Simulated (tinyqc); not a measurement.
Carrier lifetime from Shockley-Read-Hall, radiative, Auger and surface recombination: one step, computed by the program tinyqc. Command: `OMP_NUM_THREADS=1 python tinyqc.py 3013383 3013384 out.jsonl lifetime walk`. One thread of a shared host (Intel(R) Xeon(R) Processor @ 2.30GHz), about 0.02 s of CPU time with the checks.

Energies are counted from the top of the valence band. Boltzmann statistics, full ionisation, and equal excess densities of electrons and holes.

Task: Equilibrium densities. N_c = 2 M_c (2 pi m_e k_B T/h^2)^(3/2) and N_v = 2 (2 pi m_h k_B T/h^2)^(3/2), masses in units of m_0. n_i = sqrt(N_c N_v) exp(-E_g/2 k_B T); majority density N/2 + sqrt(N^2/4 + n_i^2), minority density n_i^2 over it.

Inputs (values chosen for the exercise, with bands modelled on GaSb):

| quantity | value | unit |
|---|---|---|
| gap E_g | 0.73 | eV |
| electron mass m_e | 0.0402 | m_0 |
| valleys M_c | 1 | - |
| hole mass m_h | 0.392 | m_0 |
| temperature T | 300 | K |
| doping N | 5.2e+14 | cm^-3 |

Doping: n-type. Surface term: two equal surfaces.

Constants: m_0 = 9.1093837015e-31 kg; k_B = 1.380649e-23 J/K; h = 6.62607015e-34 J s; k_B = 8.617333262e-05 eV/K.

Give: N_c; N_v; n_i; n_0; p_0.

Result:

N_c = 2.0226e+17 cm^-3

N_v = 6.1589e+18 cm^-3

n_i = 8.2409e+11 cm^-3

n_0 = 5.2000e+14 cm^-3

p_0 = 1.3060e+09 cm^-3
